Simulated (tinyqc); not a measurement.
# Double-gate transistor below threshold, two-dimensional Poisson equation on a small mesh: several studies

Half of a symmetric double-gate structure: row 0 is the mid-plane of the body, where the normal field vanishes. Mobile charge is neglected (subthreshold), the body is fully depleted, and potentials are counted from the intrinsic level; rows run upward to the gate, columns from source to drain.

Inputs (values chosen for the exercise); semiconductor permittivity close to that of silicon: temperature T = 293 K; relative permittivity of the semiconductor eps_r = 11.6; relative permittivity of the insulator eox = 9; half the body thickness tb = 3 nm; insulator thickness tox = 2.8 nm; channel length L = 28 nm; acceptor density of the depleted body Na = 0 cm^-3; potential of the source Vbi = 0.47 V; gate offset Vfb = 0.04 V; gate voltage Vg = -0.1 V; drain voltage Vd = 0.7 V.

Constants: q = 1.602176634e-19 C, kB = 1.380649e-23 J/K, Vt = kB T/q, eps0 = 8.8541878128e-14 F/cm where lengths are in cm. Results are converted to the units shown.

Each table varies one quantity; the others keep the values above.

## Effect of the acceptor density of the depleted body

Mesh: rows i = 0..12 in the semiconductor (step hs = tb/12, row 12 on the interface), then 8 step(s) ho = tox/8 up to the gate row 20; columns j = 0..80 (step hy = L/80). Box integration, divided by eps0: up_i = eps hy/h of the interval above row i, dn_i = that of the interval below (0 for row 0), lat_i = (sum of eps h/2 over the intervals above and below)/hy, s_i = -q Na w_i hy/eps0 with w_i the semiconductor height of the box (hs/2 for row 0 and the interface row, hs between, 0 in the insulator). Each free node obeys (up + dn + 2 lat) psi = up psi(above) + dn psi(below) + lat [psi(left) + psi(right)] + s. Fixed values: gate row Vg - Vfb; column 0 at Vbi and the last column at Vbi + Vd in the semiconductor, each running linearly to Vg - Vfb across the insulator. The system is solved directly. On row 0 the minimum of psi and its place come from a parabola through the three lowest nodes; barrier = Vbi - minimum, swing = Vt ln 10/(d psi/dVg), DIBL = (d psi/dVd)/(d psi/dVg) there. Lambda = pi/k with k the smallest positive root of tan(k tox) tan(k tb) = eox/eps_r.

Effect of the acceptor density of the depleted body:
```
Na (cm^-3)  L/Lambda  barrier (V)  place y/L  swing (mV/decade)  DIBL (mV/V)
0              2.220       0.5484     0.4450              62.78        25.34
5e17           2.220       0.5596     0.4457              62.78        25.45
1e18           2.220       0.5708     0.4463              62.77        25.56
2e18           2.220       0.5932     0.4475              62.75        25.77
3e18           2.220       0.6155     0.4487              62.74        25.98
5e18           2.220       0.6603     0.4509              62.71        26.37
```

As Na goes from 0 to 5e18 cm^-3, the barrier rises from 0.548 to 0.660 V, the swing stays near 62.8 mV a decade and DIBL rises from 25.3 to 26.4 mV/V; the ideal swing is 58.1. The barrier top moves from y/L = 0.445 to 0.451.

## Refining the mesh

The mesh has 2 c steps in the semiconductor (rows from 0 up to the interface), c steps in the insulator and 8 c along the channel, each uniform. The system is solved directly; psi is read on row 0 at mid-channel.

Result of one run:
```
c  unknowns  psi at mid-channel (V)  d psi/dVg
6       846               -0.073629    0.93086
```

What becomes of these results when the refinement factor c is changed from 6 to 3, all else the same?

Result of the changed run:
```
c  unknowns  psi at mid-channel (V)  d psi/dVg
3       207               -0.072381    0.92956
```

The whole series:
```
c   unknowns  psi at mid-channel (V)  d psi/dVg
1         21               -0.058885    0.91551
2         90               -0.070293    0.92739
3        207               -0.072381    0.92956
4        372               -0.073109    0.93032
6        846               -0.073629    0.93086
8       1512               -0.073810    0.93105
12      3420               -0.073940    0.93119
```

psi at mid-channel goes from -0.05888 V on the coarsest mesh to -0.07394 V on the finest, a difference of 15 mV. d psi/dVg changes by 0.012 from c = 1 to 2, by 0.0029 from 2 to 4 and by 7.3e-4 from 4 to 8, a ratio of 4.0 between the last two, near the 4 of a second-order scheme.

## Effect of half the body thickness

Same model as above.

Results:
```
tb (nm)  L/Lambda  barrier (V)  place y/L  swing (mV/decade)  DIBL (mV/V)
1.2         3.265       0.5990     0.4627              58.92        4.251
2.1         2.632       0.5787     0.4537              60.41        12.40
2.8         2.299       0.5559     0.4469              62.18        22.05
3.6         2.014       0.5238     0.4393              64.86        36.60
4.8         1.704       0.4672     0.4276              70.23        65.25
```

Estimate the missing row, tb = 1.6 nm.

Computed row:
```
tb (nm)  L/Lambda  barrier (V)  place y/L  swing (mV/decade)  DIBL (mV/V)
1.6         2.945       0.5913     0.4586              59.47        7.280
```

With this row back in the table: As tb goes from 1.2 to 4.8 nm, the barrier falls from 0.599 to 0.467 V, the swing rises from 58.9 to 70.2 mV a decade and DIBL rises from 4.25 to 65.2 mV/V; the ideal swing is 58.1. L/Lambda goes from 3.3 to 1.7. For tb = 1.2 to 2.1 nm the body is under 5 nm thick, where quantum confinement matters.

tinyqc, about 0.1 s, one thread, Intel Xeon 2.30GHz (shared host): `OMP_NUM_THREADS=1 python tinyqc.py 2480174 2480175 out.jsonl`
